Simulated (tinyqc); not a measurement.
# Changing the temperature T

Model: carrier lifetime from Shockley-Read-Hall, radiative, Auger and surface recombination. Computed by tinyqc, a small Python program. Command: `OMP_NUM_THREADS=1 python tinyqc.py 3005779 3005780 out.jsonl lifetime sweep`. One thread of a shared host (Intel(R) Xeon(R) Processor @ 2.30GHz), about 0.02 s of CPU time with the checks.

Energies are counted from the top of the valence band. Boltzmann statistics, full ionisation, and equal excess densities of electrons and holes.

Inputs (values chosen for the exercise, with bands modelled on InP):
```
quantity                          value        unit
gap E_g                            1.37          eV
electron mass m_e                0.0786         m_0
valleys M_c                           1           -
hole mass m_h                     0.618         m_0
doping N                        1.4e+17       cm^-3
trap level E_t                    0.255          eV
trap density N_t                1.7e+11       cm^-3
electron cross-section sigma_n  5.6e-15        cm^2
hole cross-section sigma_p      2.8e-14        cm^2
radiative coefficient B         2.8e-10      cm^3/s
Auger coefficient C_n           1.5e-30      cm^6/s
Auger coefficient C_p           5.2e-31      cm^6/s
excess density dn               1.4e+14       cm^-3
generation rate G               4.5e+22  cm^-3 s^-1
diffusion coefficient D              33      cm^2/s
surface velocity S                63000        cm/s
thickness W                         410  micrometre
```

Doping: p-type. Surface term: two equal surfaces.

Constants: m_0 = 9.1093837015e-31 kg; k_B = 1.380649e-23 J/K; h = 6.62607015e-34 J s; k_B = 8.617333262e-05 eV/K.

Method:
- N_c = 2 M_c (2 pi m_e k_B T/h^2)^(3/2) and N_v = 2 (2 pi m_h k_B T/h^2)^(3/2), masses in units of m_0.
- n_i = sqrt(N_c N_v) exp(-E_g/2 k_B T); majority density N/2 + sqrt(N^2/4 + n_i^2), minority density n_i^2 over it.
- v = sqrt(3 k_B T/m) with m_e or m_h; tau_n0 = 1/(sigma_n v_n N_t), tau_p0 = 1/(sigma_p v_p N_t); n1 = N_c exp(-(E_g - E_t)/k_B T), p1 = N_v exp(-E_t/k_B T).
- The slowest diffusion mode has x tan x = S W/(2 D) with 0 < x < pi/2 (bisection), and tau_s = W^2/(4 x^2 D). The common approximation is W/(2 S) + W^2/(pi^2 D).
- With n = n_0 + dn, p = p_0 + dn and U/dn = 1/tau: (n p - n_i^2)/dn = n_0 + p_0 + dn = s; 1/tau_SRH = s/[tau_p0 (n + n1) + tau_n0 (p + p1)]; 1/tau_rad = B s; 1/tau_Aug = (C_n n + C_p p) s; the rates add, with 1/tau_s.
- Radiative efficiency = tau_eff/tau_rad; effective diffusion length = sqrt(D tau_eff).
- dn solves dn/tau_eff(dn) = G (60 bisections in ln dn between 1e-2 and 1e22 cm^-3); the splitting of the quasi-Fermi levels is k_B T ln(n p/n_i^2).

One run for each value:
```
temperature T (K)  tau_SRH at dn (s)  quasi-Fermi splitting under G (eV)  n_i (cm^-3)  effective lifetime at dn (s)
200                       3.0900e-05                              1.2074   7.7447e+00                    2.5338e-08
250                       2.7650e-05                              1.1523   3.0663e+04                    2.5336e-08
300                       2.5343e-05                              1.0947   8.0702e+06                    2.5334e-08
350                       2.3902e-05                              1.0348   4.4796e+08                    2.5332e-08
400                       2.3640e-05                              0.9731   9.3577e+09                    2.5332e-08
500                       2.9376e-05                              0.8451   6.9608e+11                    2.5337e-08
```

Give the missing row, temperature T (K) = 450.

Computed row:
```
temperature T (K)  tau_SRH at dn (s)  quasi-Fermi splitting under G (eV)  n_i (cm^-3)  effective lifetime at dn (s)
450                       2.5185e-05                              0.9098   1.0159e+11                    2.5334e-08
```

Interpolating between the two neighbouring rows (linearly) misses most in n_i (cm^-3), by a factor of 3.5. Over the rows, tau_SRH at dn (s) goes from 3.09e-5 through a minimum among these rows, 2.36e-5 at 400, to 2.94e-5; quasi-Fermi splitting under G (eV) falls from 1.21 to 0.845 (exponent d ln y / d ln x -0.21 between the first rows and -0.70 between the last); n_i (cm^-3) rises from 7.74 to 6.96e11 (exponent d ln y / d ln x 37 between the first rows and 18 between the last).

Caution (all rows): the layer is thicker than two bulk diffusion lengths: adding 1/tau_s describes the late decay, and understates the surface loss in a steady state.

Extremes, crossings and ranges named in words are read from the listed rows.
